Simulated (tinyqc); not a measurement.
Coherent transport through a tight-binding region between two chains, step by step. Computed by tinyqc, a small Python program that keeps every step. Settings: temperature = 77, mu = 0.06. Command: `OMP_NUM_THREADS=1 python tinyqc.py 28420 28421 out.jsonl` (the two numbers bound the seeds that draw the settings). One thread of a shared host (Intel(R) Xeon(R) Processor @ 2.60GHz), about 0.07 s of CPU time with the checks.

## Transmission at E = -0.76 eV

H of the central region (eV):
$$\begin{pmatrix}
0.000000 & -1.150000 & 0.000000 & 0.000000 & 0.000000 \\
-1.150000 & 1.230000 & -2.190000 & 0.000000 & 0.000000 \\
0.000000 & -2.190000 & 1.230000 & -0.310000 & 0.000000 \\
0.000000 & 0.000000 & -0.310000 & 1.230000 & -2.190000 \\
0.000000 & 0.000000 & 0.000000 & -2.190000 & 0.000000
\end{pmatrix}$$

Leads: semi-infinite chains with site energy 0:
```
parameter                           value
lead hopping t (eV)              2.880000
coupling to the left lead (eV)   0.200000
coupling to the right lead (eV)  0.270000
left contact site                       1
right contact site                      5
```

E = -0.760000 eV

Surface Green function g = (E - i sqrt(4 t^2 - E^2)) / (2 t^2); self-energy tc^2 g on each contact site; G = (E - H - Sigma)^(-1); Gamma = -2 Im Sigma; T = Gamma_L Gamma_R |G_LR|^2; local density of states -Im G_ii / pi.

g = -0.045814-0.344186i 1/eV

G (1/eV):
$$\begin{pmatrix}
-0.242843-0.001449i & 0.709447+0.001952i & 0.772178+0.002535i & -0.055016+0.002480i & -0.159295+0.001894i \\
0.709447+0.001952i & 0.467745-0.007206i & 0.509109-0.007573i & -0.036241+0.002293i & -0.104997+0.003156i \\
0.772178+0.002535i & 0.509109-0.007573i & 0.057133-0.008213i & -0.004042+0.000782i & -0.011760+0.001873i \\
-0.055016+0.002480i & -0.036241+0.002293i & -0.004042+0.000782i & 0.230080-0.011182i & 0.666261-0.010272i \\
-0.159295+0.001894i & -0.104997+0.003156i & -0.011760+0.001873i & 0.666261-0.010272i & 0.607080-0.009599i
\end{pmatrix}$$

local density of states (1/eV): [0.000461, 0.002294, 0.002614, 0.003559, 0.003055]

transmission = 0.000035

## Transmission across the band

The same steps on a grid of energies.

T(E):
```
E (eV)              T
-5.47200000         0
-4.92480000  7.25e-11
-4.37760000  3.82e-10
-3.83040000  2.08e-09
-3.28320000  1.41e-08
-2.73600000  1.51e-07
-2.18880000  4.95e-06
-1.64160000  0.007034
-1.09440000  0.000139
-0.54720000  0.000026
0.00000000   0.000067
0.54720000   0.000070
1.09440000   0.000006
1.64160000   3.35e-06
2.18880000   0.000005
2.73600000   0.000107
3.28320000   0.000025
3.83040000   0.000007
4.37760000   7.06e-08
4.92480000   4.31e-09
5.47200000   2.76e-10
```

levels of the isolated region (eV): [-1.709044, -1.421979, 0.307082, 2.864907, 3.649035]

## Current

I = (2e/h) int T(E) [f(E - mu - V/2) - f(E - mu + V/2)] dE at 77 K with mu = 0.06 eV, the bias not changing H; 2e^2/h = 77.48092 microsiemens; the integral runs over the band on 4001 points.

Current:
```
V (volt)  I (microampere)
0.010000         0.000075
0.050000         0.000379
0.100000         0.000779
0.200000         0.001752
0.400000         0.008105
0.800000         0.116875
```
